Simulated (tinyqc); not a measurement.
Inside a calculation: defect-molecule model of a vacancy with Jahn-Teller distortion. Values are carried at full precision from step to step, so a last printed digit may differ when a step is redone from the rounded ones.

Four dangling hybrids a, b, c, d point into the vacancy: H_ii = E0, and -gm between any two. A tetragonal distortion Q pairs a with b and c with d: those two couplings become -gm - I Q and the other four -gm + I Q/2, at an elastic cost k Q^2/2. The a1 level holds two electrons; charge states 2+, + and 0 put n = 0, 1, 2 more into the lowest level of t2 origin. Energy from the 2+ state at Q = 0, with the Fermi level mu counted from Ev: W_n(Q) = n (et - 2 I Q) + k Q^2/2 + Uc n (n - 1)/2 - n mu. et = E0 + gm is the undistorted t2 level.

Parameters, chosen for this exercise (of the size used for the vacancy in silicon; the results hold for these values, not for the real material): E0 = 0.07 eV (level of a dangling hybrid, from Ev); gm = 0.29 eV (coupling between two dangling hybrids); I = 1.02 eV/angstrom (Jahn-Teller coupling); k = 12.9 eV/angstrom^2 (force constant of the mode); Uc = 0.24 eV (repulsion of two electrons in one orbital); Q = 0.19 angstrom (a trial distortion).

## The molecule at a trial distortion

Fill in H at Q.

H (eV):
```
         a        b        c        d
a   0.0700  -0.4838  -0.1931  -0.1931
b  -0.4838   0.0700  -0.1931  -0.1931
c  -0.1931  -0.1931   0.0700  -0.4838
d  -0.1931  -0.1931  -0.4838   0.0700
```

## One-electron levels

Diagonalise. By symmetry: a + b + c + d at E0 - 3 gm, a + b - c - d at E0 + gm - 2 I Q, and the pair a - b, c - d at E0 + gm + I Q.

levels (eV): -0.8000  -0.0276  0.5538  0.5538

The t2 triplet has split by 3 I Q = 0.5814 eV, and its centre has stayed.

## Relaxed charge states

Minimise W_n over Q: Q_n = 2 n I/k, gain n^2 E_JT with E_JT = 2 I^2/k. W_n at mu = 0 is n et - n^2 E_JT + Uc n (n - 1)/2.

E_JT = 0.1613 eV

States:

| n | charge | Q_n (angstrom) | gain (eV) | W_n (eV) |
|---|---|---|---|---|
| 0 | 2+ | 0.0000 | 0.0000 | 0.0000 |
| 1 | + | 0.1581 | 0.1613 | 0.1987 |
| 2 | 0 | 0.3163 | 0.6452 | 0.3148 |

## Transition levels and the effective U

From the energies W_n of the relaxed states with n = 0, 1, 2 electrons: E(2+/+) = W1 - W0, E(+/0) = W2 - W1, U_eff = E(+/0) - E(2+/+), E(2+/0) = (W2 - W0)/2.

levels above Ev (eV): (2+/+) 0.1987, (+/0) 0.1161, (2+/0) 0.1574

U_eff = -0.0826 eV

U_eff < 0: the second electron is bound more strongly than the first, the + state is never the lowest, and the charge changes by two at 0.1574 eV.

## Vertical against thermal levels

At fixed Q the level for adding the first electron is et - 2 I Q. Capture into 2+ at Q0 = 0 costs et; removal from + at Q1 = 2 I/k takes place at et - 2 E_JT, E_JT = 2 I^2/k; the thermal level lies between, and the Franck-Condon shift is E_JT on each side. et = E0 + gm.

levels (eV): vertical at Q0 0.3600, thermal 0.1987, vertical at Q1 0.0374

Stokes shift = 0.3226 eV

## Checks

- W2 from the formula against a numerical minimum over Q with the level from H(Q): both 0.31479.

(tinyqc, `OMP_NUM_THREADS=1 python tinyqc.py 1482771 1482772 out.jsonl`, Intel(R) Xeon(R) Processor @ 2.30GHz, 1 thread, shared host, about 0.01 s.)
